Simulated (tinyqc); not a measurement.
Slater-Koster d bands of a bcc metal, step by step. Values are carried at full precision from step to step, so a last printed digit may differ when a step is redone from the rounded ones.

Slater-Koster d bands. For a bond with direction cosines (l, m, n) the 5 x 5 block is dds Ps + ddp Pp + ddd (1 - Ps - Pp), the projectors on sigma, pi and delta states about the bond; for instance <xy|xy> = 3 l^2 m^2 dds + (l^2 + m^2 - 4 l^2 m^2) ddp + (n^2 + l^2 m^2) ddd, <xy|yz> = 3 l m^2 n dds + l n (1 - 4 m^2) ddp + l n (m^2 - 1) ddd and <3z2-r2|3z2-r2> = (n^2 - (l^2 + m^2)/2)^2 dds + 3 n^2 (l^2 + m^2) ddp + (3/4)(l^2 + m^2)^2 ddd. H(k) sums the blocks times cos(k.R) over the neighbours; the d level is the zero of energy; k in 2 pi/a.

Values chosen for the exercise (of the size met in W; not measured data): dds = -1.326 eV (dd sigma); ddp = 0.769 eV (dd pi); ddd = -0.199 eV (dd delta); f2 = 0.487 (factor on all three integrals for second neighbours); k = (0.45, 0.36, 0.34) 2 pi/a (wave vector); Nd = 5 (d electrons per atom).

## The block of one bond

Direction (1,1,1)/sqrt3; its eigenvalues must be dds once, ddp twice and ddd twice.

block (eV), lower triangle:
```
             xy       yz       zx   x2-y2  3z2-r2
xy      -0.3596
yz      -0.4832  -0.3596
zx      -0.4832  -0.4832  -0.3596
x2-y2         0  -0.3227   0.3227  0.4463
3z2-r2  -0.3726   0.1863   0.1863       0  0.4463
```

## Levels at Gamma

Neighbours: eight at (a/2)(1,1,1) and equivalents, and six at a(1,0,0) and equivalents with the integrals times f2.

Summing the blocks at k = 0 gives E(t2g) = (8/3) dds + (16/9) ddp + (32/9) ddd + f2 (4 ddp + 2 ddd), E(eg) = (16/3) ddp + (8/3) ddd + f2 (3 dds + 3 ddd).

levels (eV): t2g (threefold) -1.5723, eg (twofold) 1.3426

The t2g level lies lower, by 2.9149 eV.

## The Hamiltonian at one k

Sum over the neighbours.

H(k) (eV), lower triangle:
```
             xy       yz       zx    x2-y2  3z2-r2
xy      -1.1782
yz       1.4246  -0.7867
zx       0.4795   1.6644  -1.0824
x2-y2         0   0.3202  -0.9513   1.8341
3z2-r2   1.2833  -0.1849  -0.5492  -0.1491  1.5504
```

## Levels and character

Diagonalise H; t2g is xy, yz, zx and eg the other two.

levels (eV): -3.0554  -2.1969  1.3174  2.0727  2.1993

weights:
```
     band 1  band 2  band 3  band 4  band 5
t2g   0.971   0.863   0.829   0.135   0.202
eg    0.029   0.137   0.171   0.865   0.798
```

## Levels at points of symmetry

Coordinates: G (0, 0, 0), H (1, 0, 0), N (0.5, 0.5, 0), P (0.5, 0.5, 0.5); the others lie half way.

Levels (eV):
```
k        band 1  band 2  band 3  band 4  band 5
G        -1.572  -1.572  -1.572   1.343   1.343
G-H 0.5  -1.840  -0.194  -0.194   0.355   1.692
H        -5.799  -5.799   4.181   4.181   4.181
N        -4.078  -3.672   1.840   2.031   4.060
P        -1.304  -1.304  -1.304   2.228   2.228
P-G 0.5  -2.794  -2.794   1.673   1.673   1.717
G-N 0.5  -2.622  -2.400   1.244   1.261   1.592
```

On these points the bands run from -5.799 (H) to 4.181 eV (H).

## Second moment and the rectangular band

mu2 = z (dds^2 + 2 ddp^2 + 2 ddd^2)/5 per orbital, with z = 8 + 6 f2^2. A rectangular band with the same mu2 has width W = sqrt(12 mu2), Fermi level W (Nd/10 - 1/2) and bond energy -W Nd (10 - Nd)/20 (Friedel).

mu2 = 5.6919 eV^2
W = 8.2645 eV
Fermi level = 0.0000 eV
bond energy per atom = -10.3307 eV

The bond energy is the attractive part alone; the repulsion between atoms, left out, cancels a large share of it in the cohesive energy.

## Checks

- Levels at Gamma from the formulas against H(0): they agree to 1e-10 or better.
- Second moment from the formula against the mean square level on the mesh: both 5.69188.

Run: tinyqc, `OMP_NUM_THREADS=1 python tinyqc.py 1452568 1452569 out.jsonl`; Intel(R) Xeon(R) Processor @ 2.30GHz, one thread, shared host; about 0.03 s of CPU time with all checks.
